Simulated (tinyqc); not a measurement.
Bulk resistivity and mean free path from two films.

Inverse problem. In the thick-film limit single-crystal films obey rho = rho0 (1 + 3 (1 - ps) lam/(8 d)). Find rho0, lam and the product rho0 lam.

Values chosen for this exercise: specular share of surface scattering ps = 0.6.

rho at d = 99 and 350 nm (uohm cm): [1.8358970, 1.7599537]

Answer. rho is a straight line in 1/d: the intercept is rho0 and the slope (3/8)(1 - ps) rho0 lam. Without ps only the product (1 - ps) lam could be found.

rho0 = 1.730 uohm cm
lam = 40.40 nm
rho0 lam = 69.89 uohm cm nm

tinyqc, about 0.01 s, one thread, Intel Xeon 2.30GHz (shared host): `OMP_NUM_THREADS=1 python tinyqc.py 2100040 2100041 out.jsonl`
